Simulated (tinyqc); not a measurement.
Inside a calculation. Method: one-electron ion in a basis of Gaussians. One step of it, computed by the program tinyqc.

Problem. Generalised eigenproblem. Solve H C = S C e through S^(-1/2); each column has its largest component positive (the first on a tie).

H = T + V (hartree):
```
           1          2          3
1  -2.270101  -1.923834  -0.903805
2  -1.923834  -2.677989  -2.361364
3  -0.903805  -2.361364   5.637237
```

S:
```
          1         2         3
1  1.000000  0.486470  0.095430
2  0.486470  1.000000  0.486518
3  0.095430  0.486518  1.000000
```

Give: eigenvalues of S; eigenvalues; coefficients.

Solution.

eigenvalues of S: 0.3581  0.9046  1.7374

eigenvalues (hartree): -3.0760  -1.1240  10.3009

coefficients:
```
        1        2        3
1  0.4302   1.0486   0.2678
2  0.6727  -0.8174  -0.8002
3  0.0969  -0.0958   1.1567
```

For Z = 5 and l = 1 the exact lowest level is -Z^2/(2 n^2) with n = l + 1: -3.125000 hartree.
